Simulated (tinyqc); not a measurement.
Deep-level transient spectroscopy (DLTS) of one majority-carrier trap: one step, computed by the program tinyqc. Command: `OMP_NUM_THREADS=1 python tinyqc.py 3000658 3000659 out.jsonl dlts walk`. One thread of a shared host (Intel(R) Xeon(R) Processor @ 2.30GHz), about 0.06 s of CPU time with the checks.

A filling pulse loads the traps in a one-sided junction; under reverse bias they empty at the rate e, and the capacitance relaxes as C(t) = C_0 - dC exp(-e t). The signal is S = [C(t_2) - C(t_1)]/dC.

Question. Emission rate at T. e = g sigma v N_b exp(-E/k_B T), v = sqrt(3 k_B T/m), N_b = 2 M (2 pi m k_B T/h^2)^(3/2), sigma = sigma_0 exp(-E_b/k_B T), E = E_t.

Inputs (values chosen for the exercise, for a model semiconductor):
```
quantity                    value  unit
density-of-states mass m    0.478   m_0
valleys M                       3     -
trap depth E_t              0.888    eV
cross-section sigma_0     2.7e-14  cm^2
degeneracy ratio g              1     -
temperature T                 477     K
capture barrier E_b         0.065    eV
```

Carriers: electrons. Extra term: capture barrier.

Constants: k_B = 8.617333262e-05 eV/K; k_B = 1.380649e-23 J/K; m_0 = 9.1093837015e-31 kg; h = 6.62607015e-34 J s.

Give: thermal velocity v; N_b; sigma; E; emission rate e.

Answer.

thermal velocity v = 2.1301e+07 cm/s

N_b = 4.9880e+19 cm^-3

sigma = 5.5539e-15 cm^2

E = 0.888 eV

emission rate e = 2447.4 1/s
